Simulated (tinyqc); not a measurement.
## Doping and flat-band voltage from the body effect

Inverse problem. VT = Vfb + 2 phiF + gamma sqrt(2 phiF + Vsb), phiF = Vt ln(Na/ni), gamma = sqrt(2 q eps0 eps_r Na)/Cox, Cox = eps0 eox/tox. Find Na, gamma and Vfb from two thresholds.

Inputs (values chosen for the exercise); material values close to those of gallium nitride:
```
symbol,value,unit,meaning
T,293,K,temperature
eps_r,9.68,,relative permittivity of the semiconductor
eox,21.1,,relative permittivity of the gate insulator
tox,28,nm,insulator thickness
```

Constants: q = 1.602176634e-19 C, kB = 1.380649e-23 J/K, Vt = kB T/q, eps0 = 8.8541878128e-14 F/cm where lengths are in cm. Results are converted to the units shown.

VT at Vsb = 0 and 2.1 V (V): [1.4268914, 1.5232573]
ni = 8.4490279e-11 cm^-3

Answer. The difference of the thresholds, gamma [sqrt(2 phiF + Vsb) - sqrt(2 phiF)], holds no Vfb and rises with Na, so it has one root; Vfb then follows from the first threshold.

Na = 5.600e16 cm^-3
gamma = 0.1859 V^0.5
Vfb = -2.020 V

Program tinyqc, `OMP_NUM_THREADS=1 python tinyqc.py 2360043 2360044 out.jsonl`; Intel Xeon 2.30GHz, shared host, one thread, about 0.06 s.
